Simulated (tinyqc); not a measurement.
Inside a calculation. Model: molecular dynamics of a small cluster by velocity Verlet steps. Computed by tinyqc, a small Python program that keeps every step. Command: `OMP_NUM_THREADS=1 python tinyqc.py 3003643 3003644 out.jsonl verlet walk`. One thread of a shared host (Intel(R) Xeon(R) Processor @ 2.30GHz), about 0.3 s of CPU time with the checks. Intermediate numbers are printed to about 6 digits and carried at full precision; extremes and crossings named in words are read from the listed rows.

E = sum_i {sum_j A exp(-p (r_ij/r0 - 1)) - xi sqrt(rho_i)}, rho_i = sum_j exp(-2 q (r_ij/r0 - 1)); the force on i is -sum_j w_ij (R_i - R_j)/r_ij with w_ij = -(2p/r0) A exp(-p (r_ij/r0 - 1)) + (xi q/r0) exp(-2 q (r_ij/r0 - 1)) (rho_i^(-1/2) + rho_j^(-1/2)).

Inputs (values chosen for the exercise, for model atoms):
```
quantity,value,unit
length r0,2.89,angstrom
repulsion A,0.1,eV
hopping xi,1.26,eV
decay p,10.1,-
decay q,2.78,-
atomic mass M,27.4,u
time step dt,2.4,fs
steps,300,-
target temperature T0,200,K
coupling time tau,100,fs
```

Potential: Gupta. Thermostat: Berendsen.

starting positions (angstrom):
```
,x,y,z
atom 1,-0.06,-0.01,-0.07
atom 2,2.74,0.05,0
atom 3,1.29,2.33,-0.01
atom 4,1.32,0.81,2.15
```

starting velocities (angstrom/fs):
```
,x,y,z
atom 1,0.00153,-0.0014,0.00387
atom 2,0.00037,-0.00014,-0.00521
atom 3,-0.00166,0.00086,0.00021
atom 4,-0.00025,0.00068,0.00113
```

Constants: 1 eV/(angstrom u) = 9.648533212e-03 angstrom/fs^2; k_B = 8.617333262e-05 eV/K.

## State at the start

Velocity Verlet: a = c F/M with c = 9.648533212e-3 angstrom/fs^2 per eV/(angstrom u); R(new) = R + v dt + a dt^2/2; v(new) = v + (a + a(new)) dt/2. Kinetic energy K = M v^2/(2c); temperature T = 2K/((3N - 3) k_B), rotation of the cluster included. After each step v is scaled by sqrt(1 + (dt/tau)(T0/T - 1)).

forces (eV/angstrom):
```
,x,y,z
atom 1,0.855475,0.432036,0.344421
atom 2,-0.823916,0.359306,0.237824
atom 3,0.006586,-0.689785,0.145709
atom 4,-0.038146,-0.101557,-0.727954
```

potential energy = -8.11112 eV

kinetic energy = 0.0737208 eV

temperature = 190.110 K

## Step 1

The formulas are those given above.

positions after step 1 (angstrom):
```
,x,y,z
atom 1,-0.05546,-0.01292,-0.06036
atom 2,2.74005,0.05003,-0.01226
atom 3,1.28602,2.33136,-0.00935
atom 4,1.31936,0.81153,2.15197
```

new forces (eV/angstrom):
```
,x,y,z
atom 1,0.844335,0.427865,0.330963
atom 2,-0.838211,0.372947,0.263174
atom 3,0.014922,-0.697697,0.149681
atom 4,-0.021046,-0.103115,-0.743818
```

velocities after step 1 (angstrom/fs):
```
,x,y,z
atom 1,0.00224957,-0.00103723,0.00415779
atom 2,-0.00033255,0.00016952,-0.00500118
atom 3,-0.00165186,0.00027386,0.00033501
atom 4,-0.00027517,0.00059386,0.00050838
```

total energy = -8.03729 eV

## Step 2

The formulas are those given above.

positions after step 2 (angstrom):
```
,x,y,z
atom 1,-0.04921,-0.01498,-0.05005
atom 2,2.73840,0.05081,-0.02400
atom 3,1.28207,2.33131,-0.00839
atom 4,1.31868,0.81285,2.15244
```

new forces (eV/angstrom):
```
,x,y,z
atom 1,0.818053,0.413319,0.310311
atom 2,-0.836057,0.376769,0.280521
atom 3,0.022873,-0.685538,0.145963
atom 4,-0.004869,-0.104550,-0.736796
```

velocities after step 2 (angstrom/fs):
```
,x,y,z
atom 1,0.00295103,-0.00068155,0.00442726
atom 2,-0.00103968,0.00048616,-0.00476981
atom 3,-0.00163534,-0.00031054,0.00045979
atom 4,-0.00028602,0.00050593,-0.00011724
```

total energy = -8.03737 eV

## Fastest vibration

Relax the cluster, diagonalise the Hessian (central differences): omega_max = sqrt(c lambda_max/M). Verlet steps are stable for omega_max dt < 2.

omega_max = 0.0806202 1/fs

shortest period = 77.9356 fs

omega_max dt = 0.193488

The step is 1/32.5 of the shortest period.

## The trajectory

Spread = largest minus smallest value. The test of the step is the spread (largest minus smallest) of the total energy over the run without thermostat, against the spread of K; the step passes below 5 %. The mean T is over the second half.

Course of the run (evenly spaced rows):
```
step,t (fs),U (eV),K (eV),U + K (eV),T (K)
0,0.0,-8.11112,0.073721,-8.03739,190.110
21,50.4,-8.16010,0.105912,-8.05419,273.123
42,100.8,-8.20634,0.139032,-8.06730,358.534
63,151.2,-8.14988,0.067745,-8.08214,174.699
84,201.6,-8.17638,0.094186,-8.08219,242.885
105,252.0,-8.15656,0.070699,-8.08586,182.316
126,302.4,-8.19003,0.095052,-8.09498,245.118
147,352.8,-8.17941,0.080047,-8.09937,206.424
168,403.2,-8.15978,0.063371,-8.09641,163.420
189,453.6,-8.21177,0.109467,-8.10230,282.292
210,504.0,-8.19970,0.097603,-8.10210,251.697
231,554.4,-8.15053,0.044095,-8.10643,113.711
252,604.8,-8.19680,0.092449,-8.10435,238.405
273,655.2,-8.19135,0.086247,-8.10511,222.413
294,705.6,-8.18814,0.079406,-8.10873,204.771
```

spread of the total energy = 0.00114229 eV

spread of the total over spread of K = 0.00814257

mean temperature = 206.045 K

The total energy keeps within 0.81 % of the swings of K, so the step passes. With the thermostat the mean T is 206 K, against the target 200 K; the scaling adds or removes energy, so U + K is not conserved in the table.

## Energy conservation against the time step

Velocity Verlet: a = c F/M with c = 9.648533212e-3 angstrom/fs^2 per eV/(angstrom u); R(new) = R + v dt + a dt^2/2; v(new) = v + (a + a(new)) dt/2. Kinetic energy K = M v^2/(2c); temperature T = 2K/((3N - 3) k_B), rotation of the cluster included. Runs without thermostat over the same span of time, steps x dt; spread = largest minus smallest value. For contrast, the energy gained over the first 30 dt (dt of the inputs) by explicit Euler steps: R(new) = R + v dt, v(new) = v + a dt.

Energy error (eV):
```
dt (fs),omega_max dt,"Verlet, spread of U + K","Euler, gain in U + K"
0.3,0.024186,1.78639e-05,0.01860
0.6,0.048372,7.13989e-05,0.03984
1.2,0.096744,2.85200e-04,0.09181
2.4,0.193488,1.14229e-03,0.24712
4.8,0.386977,4.33717e-03,0.93166
7.2,0.580465,9.53029e-03,2.73547
```

The Verlet error grows as dt^2.00 between the first rows, the second order of the method. Euler steps gain energy steadily: over that short span the gain in the first row is already 1000 times the Verlet spread of the whole run, and it grows as dt^1.10, tending to the first order of that method as dt shrinks. Caution: where the Euler gain approaches or exceeds the binding energy the cluster has blown apart.

Checks made by the program: time reversal over 50 steps (relative difference below 1e-10).
